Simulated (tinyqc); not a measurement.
Inside a calculation. Method: empirical pseudopotential in a few plane waves. Computed by tinyqc, a small Python program that keeps every step. Settings: plane-wave index or count = 15. Command: `OMP_NUM_THREADS=1 python tinyqc.py 29665 29666 out.jsonl` (the two numbers bound the seeds that draw the settings). One thread of a shared host (Intel(R) Xeon(R) Processor @ 2.60GHz), about 0.2 s of CPU time with the checks.

## Bloch Hamiltonian at G

Parameters chosen for this model: fcc lattice, atoms at +/- a/8 (1,1,1); form factors in rydberg at |G|^2 in units of (2 pi/a)^2:

| parameter | value | unit |
|---|---|---|
| a | 5.950000 | angstrom |
| VS(3) | -0.219000 | Ry |
| VS(8) | 0.047000 | Ry |
| VS(11) | 0.062000 | Ry |
| VA(3) | 0.101000 | Ry |
| VA(4) | 0.026000 | Ry |
| VA(11) | 0.001000 | Ry |
| hbar^2/2m (2 pi/a)^2 | 4.248628 | eV |

k point G (2 pi / a): 0  0  0

Basis: the 15 shortest G (labels in 2 pi/a), the same at every k. H(G,G') = c |k + G|^2 delta + VS(|G-G'|^2) cos((G-G').tau) + i VA sin((G-G').tau), tau = a/8 (1,1,1); 1 Ry = 13.605693 eV.

H(k) at G (eV):
```
                     +0+0+0               -1-1-1               -1-1+1               -1+1-1
+0+0+0             0.000000   2.106928+0.971688i  -2.106928+0.971688i  -2.106928+0.971688i
-1-1-1   2.106928-0.971688i            12.745885   0.000000-0.353748i   0.000000-0.353748i
-1-1+1  -2.106928-0.971688i   0.000000+0.353748i            12.745885             0.639468
-1+1-1  -2.106928-0.971688i   0.000000+0.353748i             0.639468            12.745885
-1+1+1  -2.106928+0.971688i            -0.639468   0.000000+0.353748i   0.000000+0.353748i
+1-1-1  -2.106928-0.971688i   0.000000+0.353748i             0.639468             0.639468
+1-1+1  -2.106928+0.971688i            -0.639468   0.000000+0.353748i             0.000000
+1+1-1  -2.106928+0.971688i            -0.639468             0.000000   0.000000+0.353748i
+1+1+1   2.106928+0.971688i             0.000000            -0.639468            -0.639468
-2+0+0   0.000000-0.353748i  -2.106928+0.971688i  -2.106928-0.971688i  -2.106928-0.971688i
+0-2+0   0.000000-0.353748i  -2.106928+0.971688i  -2.106928-0.971688i   0.596482-0.009621i
+0+0-2   0.000000-0.353748i  -2.106928+0.971688i   0.596482-0.009621i  -2.106928-0.971688i
+0+0+2   0.000000+0.353748i  -0.596482-0.009621i   2.106928+0.971688i  -0.596482+0.009621i
+0+2+0   0.000000+0.353748i  -0.596482-0.009621i  -0.596482+0.009621i   2.106928+0.971688i
+2+0+0   0.000000+0.353748i  -0.596482-0.009621i  -0.596482+0.009621i  -0.596482+0.009621i

                     -1+1+1               +1-1-1               +1-1+1               +1+1-1
+0+0+0  -2.106928-0.971688i  -2.106928+0.971688i  -2.106928-0.971688i  -2.106928-0.971688i
-1-1-1            -0.639468   0.000000-0.353748i            -0.639468            -0.639468
-1-1+1   0.000000-0.353748i             0.639468   0.000000-0.353748i             0.000000
-1+1-1   0.000000-0.353748i             0.639468             0.000000   0.000000-0.353748i
-1+1+1            12.745885             0.000000             0.639468             0.639468
+1-1-1             0.000000            12.745885   0.000000-0.353748i   0.000000-0.353748i
+1-1+1             0.639468   0.000000+0.353748i            12.745885             0.639468
+1+1-1             0.639468   0.000000+0.353748i             0.639468            12.745885
+1+1+1   0.000000+0.353748i            -0.639468   0.000000+0.353748i   0.000000+0.353748i
-2+0+0   2.106928-0.971688i   0.596482-0.009621i  -0.596482-0.009621i  -0.596482-0.009621i
+0-2+0  -0.596482-0.009621i  -2.106928-0.971688i   2.106928-0.971688i  -0.596482-0.009621i
+0+0-2  -0.596482-0.009621i  -2.106928-0.971688i  -0.596482-0.009621i   2.106928-0.971688i
+0+0+2  -2.106928+0.971688i  -0.596482+0.009621i  -2.106928+0.971688i   0.596482+0.009621i
+0+2+0  -2.106928+0.971688i  -0.596482+0.009621i   0.596482+0.009621i  -2.106928+0.971688i
+2+0+0   0.596482+0.009621i   2.106928+0.971688i  -2.106928+0.971688i  -2.106928+0.971688i

                     +1+1+1               -2+0+0               +0-2+0               +0+0-2
+0+0+0   2.106928-0.971688i   0.000000+0.353748i   0.000000+0.353748i   0.000000+0.353748i
-1-1-1             0.000000  -2.106928-0.971688i  -2.106928-0.971688i  -2.106928-0.971688i
-1-1+1            -0.639468  -2.106928+0.971688i  -2.106928+0.971688i   0.596482+0.009621i
-1+1-1            -0.639468  -2.106928+0.971688i   0.596482+0.009621i  -2.106928+0.971688i
-1+1+1   0.000000-0.353748i   2.106928+0.971688i  -0.596482+0.009621i  -0.596482+0.009621i
+1-1-1            -0.639468   0.596482+0.009621i  -2.106928+0.971688i  -2.106928+0.971688i
+1-1+1   0.000000-0.353748i  -0.596482+0.009621i   2.106928+0.971688i  -0.596482+0.009621i
+1+1-1   0.000000-0.353748i  -0.596482+0.009621i  -0.596482+0.009621i   2.106928+0.971688i
+1+1+1            12.745885  -0.596482-0.009621i  -0.596482-0.009621i  -0.596482-0.009621i
-2+0+0  -0.596482+0.009621i            16.994513             0.639468             0.639468
+0-2+0  -0.596482+0.009621i             0.639468            16.994513             0.639468
+0+0-2  -0.596482+0.009621i             0.639468             0.639468            16.994513
+0+0+2  -2.106928-0.971688i            -0.639468            -0.639468             0.000000
+0+2+0  -2.106928-0.971688i            -0.639468             0.000000            -0.639468
+2+0+0  -2.106928-0.971688i             0.000000            -0.639468            -0.639468

                     +0+0+2               +0+2+0               +2+0+0
+0+0+0   0.000000-0.353748i   0.000000-0.353748i   0.000000-0.353748i
-1-1-1  -0.596482+0.009621i  -0.596482+0.009621i  -0.596482+0.009621i
-1-1+1   2.106928-0.971688i  -0.596482-0.009621i  -0.596482-0.009621i
-1+1-1  -0.596482-0.009621i   2.106928-0.971688i  -0.596482-0.009621i
-1+1+1  -2.106928-0.971688i  -2.106928-0.971688i   0.596482-0.009621i
+1-1-1  -0.596482-0.009621i  -0.596482-0.009621i   2.106928-0.971688i
+1-1+1  -2.106928-0.971688i   0.596482-0.009621i  -2.106928-0.971688i
+1+1-1   0.596482-0.009621i  -2.106928-0.971688i  -2.106928-0.971688i
+1+1+1  -2.106928+0.971688i  -2.106928+0.971688i  -2.106928+0.971688i
-2+0+0            -0.639468            -0.639468             0.000000
+0-2+0            -0.639468             0.000000            -0.639468
+0+0-2             0.000000            -0.639468            -0.639468
+0+0+2            16.994513             0.639468             0.639468
+0+2+0             0.639468            16.994513             0.639468
+2+0+0             0.639468             0.639468            16.994513
```

## Levels at G

Diagonalise the Hermitian matrix.

eigenvalues (eV): -2.996550  8.143726  8.143726  8.143726  11.662748  12.339875  12.339875  12.339875  15.715578  15.715578  16.466005  20.723746  20.723746  20.723746  23.748755

## Bands along a path

The same steps at evenly spaced points between the labelled ones.

Bands along the path (eV), lowest eight:

| k | band 1 | band 2 | band 3 | band 4 | band 5 | band 6 | band 7 | band 8 |
|---|---|---|---|---|---|---|---|---|
| L | -1.350127 | 3.257964 | 7.546775 | 7.546775 | 10.839126 | 13.179261 | 13.179261 | 17.621317 |
| L-G 0.33 | -2.047140 | 4.363896 | 7.578717 | 7.578717 | 11.000420 | 13.102935 | 13.102935 | 16.632232 |
| L-G 0.67 | -2.737970 | 6.503525 | 7.907409 | 7.907409 | 11.608086 | 12.810551 | 12.810551 | 13.769368 |
| G | -2.996550 | 8.143726 | 8.143726 | 8.143726 | 11.662748 | 12.339875 | 12.339875 | 12.339875 |
| G-X 0.33 | -2.650357 | 6.547880 | 7.514219 | 7.514219 | 11.478323 | 13.076461 | 13.624695 | 13.624695 |
| G-X 0.67 | -1.706043 | 4.338951 | 6.749762 | 6.749762 | 10.555630 | 12.050539 | 16.312728 | 16.312728 |
| X | -0.744723 | 3.079694 | 6.620683 | 6.620683 | 10.266509 | 11.561640 | 19.619265 | 19.619265 |

With 4 band(s) filled, the highest filled level on these points lies at G and the lowest empty one at X: a gap of 2.1228 eV, indirect. This holds for the small fixed basis; with all plane waves up to |k + G|^2 = 21 (2 pi/a)^2 the gap along the path is 1.98 eV.

## Convergence with the number of plane waves

Levels at G counted from the fourth one.

Levels (eV):

| plane waves | level 1 | level 5 | level 8 |
|---|---|---|---|
| 9 | -14.370852 | 0.707496 | 3.409596 |
| 15 | -11.140276 | 3.519022 | 4.196149 |
| 27 | -10.379122 | 3.778691 | 4.150323 |
| 51 | -10.395629 | 3.798894 | 4.222093 |
| 59 | -10.419411 | 3.811736 | 3.996174 |
| 65 | -10.430562 | 3.810340 | 3.963582 |
| 89 | -10.401510 | 3.794251 | 3.989785 |
